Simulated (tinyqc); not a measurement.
Fermi-Dirac statistics of conduction electrons: sweeps and comparisons. A value that a table varies takes the place of the one given here.

Non-parabolic band E (1 + alpha E) = c k^2/m: n = Nc (2/sqrt(pi)) integral_0^infinity sqrt(x (1 + a x)) (1 + 2 a x) dx/(1 + exp(x - eta)) with a = alpha kT and eta = (EF - Ec)/kT; a = 0 gives n = Nc F_1/2(eta).

Constants: hbar^2/2m0 = 3.80998211 eV angstrom^2; kB = 8.617333262e-05 eV/K.

Values chosen for the exercise (near those of Si, lowest valleys alone; the results hold for these values, not for the real material):
- m = 1.0727 m0 (density-of-states mass of the conduction band)
- T = 300 K
- alpha = 0.48 1/eV (non-parabolicity)
- n = 2.7e+18 1/cm^3 (electron density)

## Parabolic against non-parabolic filling

N = 2 (m kB T/(4 pi c))^(3/2) with c = hbar^2/2m0, in 1/angstrom^3; times 1e24 for 1/cm^3. k_F = (3 pi^2 n)^(1/3) and the energy E0 that solves E (1 + alpha E) = c k_F^2/m give the limit of zero temperature.

EF - Ec (meV):
```
n (1/cm^3)  parabolic  non-parabolic  non-parabolic, 0 K
3.0e+18         -56.6          -57.9                 7.0
1.0e+19         -23.2          -24.7                15.7
4.0e+19          22.2           20.0                39.0
1.0e+20          64.3           60.4                70.8
4.0e+20         181.5          166.1               170.6
1.0e+21         338.3          294.5               297.5
```

How do the results move?

Non-parabolicity lowers EF by 1.3 meV at the lowest density and by 43.8 meV at the highest, where alpha (EF - Ec) = 0.14. Temperature lowers EF below its 0 K value by 65.0 meV at the lowest density and by 2.9 meV at the highest. EF enters the band between 1e+19 and 4e+19 1/cm^3.

## What moves the Fermi level

N = 2 (m kB T/(4 pi c))^(3/2) with c = hbar^2/2m0, in 1/angstrom^3; times 1e24 for 1/cm^3. Each row changes one parameter from the base and keeps the others.

Results:
```
case                 parabolic EF - Ec (meV)  non-parabolic EF - Ec (meV)
base                                  -59.47                       -60.72
m = 1.18 m0                           -63.29                       -64.53
T = 350 K                             -76.57                       -78.25
n = 1.35e+18 1/cm^3                   -77.83                       -79.05
alpha = 0.72 1/eV                     -59.47                       -61.33
```

What does this show?

The largest shifts from the base row, up to three for each result and ties (the steps differ in size, so this ranks the rows, not the parameters). parabolic EF - Ec (meV): n -18.36, T -17.10, m -3.81; unchanged at the printed digits by alpha. non-parabolic EF - Ec (meV): n -18.33, T -17.53, m -3.81.

(tinyqc, `OMP_NUM_THREADS=1 python tinyqc.py 1680177 1680178 out.jsonl`, Intel(R) Xeon(R) Processor @ 2.30GHz, 1 thread, shared host, about 0.01 s.)
